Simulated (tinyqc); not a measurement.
p-n heterojunction, non-linear Poisson equation by Newton steps, Boltzmann statistics: effect of the bias of side 1 against side 2.

One dimension, material 1 (p-type) at x < 0 and material 2 (n-type) at x > 0. Band edges: Ec = -psi in material 1 and -psi + dEc in material 2, Ev = Ec - Eg. Flat quasi-Fermi levels: 0 for holes, +V for electrons. n = Nc F((EFn - Ec)/Vt), p = Nv F((Ev - EFp)/Vt), with F(eta) = exp(eta) (Boltzmann statistics); full ionisation, no interface charge, classical densities; the doping types are chosen for the exercise.

Exact first integral: on each side D^2/(2 eps0 er) = G, G = q [Vt (nI_j - nI_b) + Vt (pI_j - pI_b) - C (psi_j - psi_b)], with C = -N1 or +N2, b the neutral end of that side, and nI, pI the densities themselves. D is continuous, so er1 G1(psi_j) = er2 G2(psi_j) fixes psi_j. Ends from Nv1 F((-psi_L - Eg1)/Vt) = N1 and Nc2 F((V + psi_R - dEc)/Vt) = N2. D is counted positive when psi rises towards material 2. Depletion (Anderson) capacitance C^2 = q eps0 er1 er2 N1 N2/(2 (er1 N1 + er2 N2)(psi_R - psi_L)). -dD/dV is the change of the displacement at the interface with both quasi-Fermi levels flat; it is the terminal capacitance only while neither side holds an inversion layer. n_j and p_j are densities at the interface.

Parameters, values chosen for the exercise; band and dielectric values close to those of CdTe and CdS: temperature T = 300 K; band gap of material 1 Eg1 = 1.51 eV; relative permittivity of material 1 er1 = 10.4; conduction-band density of states of material 1 Nc1 = 8e17 cm^-3; valence-band density of states of material 1 Nv1 = 1.81e19 cm^-3; band gap of material 2 Eg2 = 2.4 eV; relative permittivity of material 2 er2 = 8.93; conduction-band density of states of material 2 Nc2 = 2.21e18 cm^-3; valence-band density of states of material 2 Nv2 = 1.8e19 cm^-3; conduction-band offset Ec2 - Ec1 dEc = -0.11 eV; acceptor density of material 1 N1 = 2.1e17 cm^-3; donor density of material 2 N2 = 2.7e16 cm^-3.

Constants: q = 1.602176634e-19 C, kB = 1.380649e-23 J/K, Vt = kB T/q, eps0 = 8.8541878128e-14 F/cm where lengths are in cm. Results are converted to the units shown.

Effect of the bias of side 1 against side 2:
```
V (V)	psi_R - psi_L (V)	psi_j - psi_L (V)	psi_R - psi_j (V)	D/q (cm^-2)	n_j in 1 (cm^-3)	p_j in 2 (cm^-3)	-dD/dV (nF/cm^2)	depletion C (nF/cm^2)
0.4	0.7709	0.09681	0.6741	4.156e11	657.1	0.07839	46.15	44.70
-0.09	1.261	0.1460	1.115	5.387e11	2.584e-5	0.01169	35.67	34.95
-0.57	1.741	0.1938	1.547	6.367e11	1.417e-12	0.001841	30.19	29.74
-1.06	2.231	0.2425	1.988	7.232e11	5.476e-20	2.796e-4	26.58	26.27
-1.54	2.711	0.2902	2.421	7.989e11	2.996e-27	4.414e-5	24.07	23.84
-2.03	3.201	0.3390	2.862	8.694e11	1.157e-34	6.705e-6	22.11	21.94
-2.51	3.681	0.3867	3.294	9.333e11	6.330e-42	1.058e-6	20.60	20.46
-3	4.171	0.4354	3.736	9.943e11	2.444e-49	1.608e-7	19.34	19.22
```

Read the table: what changes, and by how much?

As V goes from 0.4 to -3, the total bending rises from 0.771 to 4.17 V and the sheet charge D/q rises from 4.16e11 to 9.94e11 cm^-2; the share of the bending in material 1 falls from 12.6 to 10.4 %. The capacitance departs most from the depletion formula at V = 0.4, where it is 3.2 % above it.

Numbers from tinyqc (`OMP_NUM_THREADS=1 python tinyqc.py 2040090 2040091 out.jsonl`; about 0.05 s on one thread of a shared Intel Xeon 2.30GHz).
